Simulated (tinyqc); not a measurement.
# p-n diode, drift-diffusion by the Gummel loop with Scharfetter-Gummel fluxes: two studies

Abrupt junction at x = 0, p side from -Lp, n side to Ln, ohmic contacts. psi is counted from the intrinsic level; n = ni exp((psi - phin)/Vt), p = ni exp((phip - psi)/Vt). Contacts: p side psi = V - Vt ln(Na/ni), p = Na, n = ni^2/Na; n side psi = Vt ln(Nd/ni), n = Nd, p = ni^2/Nd. Constant mobilities, D = mu Vt, Boltzmann statistics, SRH recombination through a mid-gap level, U = (n p - ni^2)/(tp (n + ni) + tn (p + ni)). Current is positive from the p contact to the n contact.

Inputs (values chosen for the exercise); band and dielectric values close to those of silicon: temperature T = 275 K; band gap Eg = 1.12 eV; relative permittivity eps_r = 11.6; conduction-band density of states at T Nc = 2.41e19 cm^-3; valence-band density of states at T Nv = 2.3e19 cm^-3; acceptor density of the p side Na = 1.6e17 cm^-3; donor density of the n side Nd = 5.8e17 cm^-3; electron mobility mun = 400 cm^2/(V s); hole mobility mup = 190 cm^2/(V s); SRH lifetime of electrons tn = 9e-9 s; SRH lifetime of holes tp = 2e-10 s; length of the p side Lp = 0.98 um; length of the n side Ln = 1.7 um; uniform generation rate G = 0 cm^-3 s^-1.

Constants: q = 1.602176634e-19 C, kB = 1.380649e-23 J/K, Vt = kB T/q, eps0 = 8.8541878128e-14 F/cm where lengths are in cm. Results are converted to the units shown.

Each table varies one quantity; the others keep the values above.

## Current against voltage in the dark

ni = sqrt(Nc Nv) exp(-Eg/(2 Vt)), Eg in volts. Poisson and both continuity equations are solved self-consistently with Scharfetter-Gummel fluxes on a graded mesh of 500 nodes. J_scr is q times the integral of U between -xp and xn. Ideal diffusion current J_id = q ni^2 [Dn coth(wp/Le)/(Le Na) + Dp coth(wn/Lh)/(Lh Nd)] (exp(V/Vt) - 1), Le = sqrt(Dn tn), Lh = sqrt(Dp tp), wp = Lp - xp, wn = Ln - xn, with xp and xn from the depletion approximation (W = sqrt(2 eps0 eps_r (Vbi - V)(1/Na + 1/Nd)/q), xp = W Nd/(Na + Nd), xn = W Na/(Na + Nd), Vbi = Vt ln(Na Nd/ni^2)). Ideality factor = 0.004 V/(Vt ln[J(V + 0.004 V)/J(V)]). Here G = 0.

In this table G = 0 cm^-3 s^-1.

Result of one run:
```
V (V),J (A/cm^2),ideality factor,J_scr/J (%),J_id (A/cm^2),share recombining at the contacts (%),larger minority/doping at -xp and xn
0.73,6.15,1.04,7.35,5.74,62.9,0.00221
```

What becomes of these results when the bias of the p contact V is changed from 0.73 to 0.42 V, all else the same?

Result of the changed run:
```
V (V),J (A/cm^2),ideality factor,J_scr/J (%),J_id (A/cm^2),share recombining at the contacts (%),larger minority/doping at -xp and xn
0.42,3.75e-4,1.85,96.8,1.21e-5,2.22,5.07e-9
```

The whole series:
```
V (V),J (A/cm^2),ideality factor,J_scr/J (%),J_id (A/cm^2),share recombining at the contacts (%),larger minority/doping at -xp and xn
0.18,1.79e-6,1.86,100,4.89e-10,0.0188,2.07e-13
0.26,1.07e-5,1.91,99.9,1.43e-8,0.0920,6.03e-12
0.34,6.24e-5,1.90,99.3,4.16e-7,0.458,1.75e-10
0.42,3.75e-4,1.85,96.8,1.21e-5,2.22,5.07e-9
0.49,0.00195,1.70,88.1,2.32e-4,8.12,9.62e-8
0.57,0.0172,1.38,60.8,0.00676,26.7,2.77e-6
0.65,0.264,1.12,25.4,0.197,50.8,7.92e-5
0.73,6.15,1.04,7.35,5.74,62.9,0.00221
0.8,105,1.07,2.04,109,67.0,0.0366
```

J rises from 1.79e-6 to 105 A/cm^2; the ideality factor moves up and down between 1.04 and 1.91. Recombination in the depleted layer carries over half of the current up to V = 0.57 V, where the factor is 1.38; it grows roughly as exp(V/2 Vt), so diffusion overtakes it. Where the factor is lowest (V = 0.73 V), J is 7.3 % above the ideal diffusion current.

## Effect of the length of the n side at fixed bias

Same model as above.

In this table V = 0.68 V.

Effect of the length of the n side at fixed bias:
```
Ln (um),J (A/cm^2),ideality factor,J_scr/J (%),J_id (A/cm^2),share recombining at the contacts (%),larger minority/doping at -xp and xn
1.7,0.833,1.08,16.4,0.698,56.9,2.77e-4
2.8,0.832,1.08,16.4,0.698,56.7,2.77e-4
4.6,0.832,1.08,16.4,0.698,56.7,2.77e-4
7.6,0.832,1.08,16.4,0.698,56.7,2.77e-4
13,0.832,1.08,16.4,0.698,56.7,2.77e-4
21,0.831,1.08,16.4,0.698,56.7,2.77e-4
34,0.830,1.08,16.4,0.698,56.7,2.77e-4
```

Read the table: what changes, and by how much?

As Ln rises from 1.7 to 34, J stays near 0.832 A/cm^2, the share of the depleted layer stays near 16.4 % and the share lost at the contacts stays near 56.7 %. The exponent d ln J/d ln Ln is 0.00 between the first two rows and 0.00 between the last two. J less J_scr is 0.50 % below J_id in the last row.

tinyqc, about 0.2 s, one thread, Intel Xeon 2.30GHz (shared host): `OMP_NUM_THREADS=1 python tinyqc.py 2240114 2240115 out.jsonl`
